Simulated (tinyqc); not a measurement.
Lateral field, substrate current, probability of reaching the oxide barrier and hot-carrier lifetime of a silicon transistor (pseudo-two-dimensional and lucky-electron models): one step, computed by the program tinyqc.

Local-field models: a lucky carrier gains its energy at the peak field over a path free of collisions. Voltages are magnitudes.

Task: Saturation point and current. C_ox = 3.9 eps_0/t; F_sat = 2 v_s/mu; V_Dsat = V_ov F_sat L/(V_ov + F_sat L), V_ov = V_G - V_T; I_D/W = C_ox v_s (V_ov - V_Dsat).

Inputs (values chosen for the exercise, modelled on a silicon n-channel):
```
quantity                                value                      unit
channel length L                          270                        nm
oxide thickness t                         5.2                        nm
junction depth x_j                         72                        nm
mobility mu                               330                cm^2/(V s)
saturation velocity v_s                  0.88                  1e7 cm/s
threshold voltage V_T                    0.36                         V
gate voltage V_G                          1.3                         V
ionisation prefactor A_i              1.9e+06                      1/cm
ionisation field B_i                     1.64                     MV/cm
hot-carrier mean free path lambda         8.5                        nm
oxide barrier phi_b                       3.1                        eV
interface-trap threshold phi_it           3.8                        eV
lifetime constant H                        20  s microampere/micrometre
length of the depleted extension L_n       32                        nm
```

Drain: lightly doped extension.

Constants: eps_0 = 8.8541878128e-12 F/m.

Give: F_sat; V_Dsat; drain current I_D/W.

Result:

F_sat = 53.333 kV/cm

V_Dsat = 0.56874 V

drain current I_D/W = 216.96 microampere/micrometre
